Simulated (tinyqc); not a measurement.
Inside a calculation. Method: plane-wave Kohn-Sham cycle with exchange-only LDA in a layered model solid. Computed by tinyqc, a small Python program that keeps every step. Settings: points = 16, plane-wave index or count = 2, electrons = 2, k points = 1, area = 10.0, mixing = 0.1, iteration cap = 69, Kerker q0 = 0.52. Command: `OMP_NUM_THREADS=1 python tinyqc.py 30909 30910 out.jsonl` (the two numbers bound the seeds that draw the settings). One thread of a shared host (Intel(R) Xeon(R) Processor @ 2.60GHz), about 0.01 s of CPU time with the checks.

A solid whose potential varies along x alone (atomic units):
```
parameter                      value
period a                    5.100000
cross-section of the cell  10.000000
electrons per cell                 2
grid points                       16
plane waves -n..n, n               2
k points                           1
V1 in V1 cos(2 pi x/a)     -0.130000
V2 in V2 cos(4 pi x/a)      0.120000
```

Stop when sqrt(dV sum R^2) is below 1e-8, dV = a A/N.

Course of the cycle:
```
iteration  E (hartree)  norm of the residual
1          -0.52614365              6.02e-02
2          -0.52465014              5.28e-02
3          -0.52351120              4.63e-02
4          -0.52264307              4.07e-02
5          -0.52198158              3.57e-02
6          -0.52147765              3.13e-02
7          -0.52109383              2.75e-02
8          -0.52080151              2.42e-02
9          -0.52057889              2.12e-02
10         -0.52040938              1.87e-02
11         -0.52028030              1.64e-02
...                ...                   ...
59         -0.51986908              6.78e-05
60         -0.51986908              6.12e-05
61         -0.51986908              5.53e-05
62         -0.51986908              5.00e-05
63         -0.51986908              4.52e-05
64         -0.51986908              4.08e-05
65         -0.51986908              3.69e-05
66         -0.51986908              3.34e-05
67         -0.51986908              3.02e-05
68         -0.51986908              2.73e-05
69         -0.51986908              2.47e-05
```

Can the last value be used, and what does the course show?

Not by the stop rule, although the second column moves by less than 1e-07 over the last three steps. Not converged within 69 iterations: the residual falls steadily but slowly, by a factor of about 0.90 a step. Reruns (cap 100 unless said): mixing 0.5, Kerker q0 1.0: converged in 30 (E = -0.51987); mixing 0.3, Pulay depth 5: converged in 8 (E = -0.51987); the original settings with a cap of 400: converged in 149 (E = -0.51987).
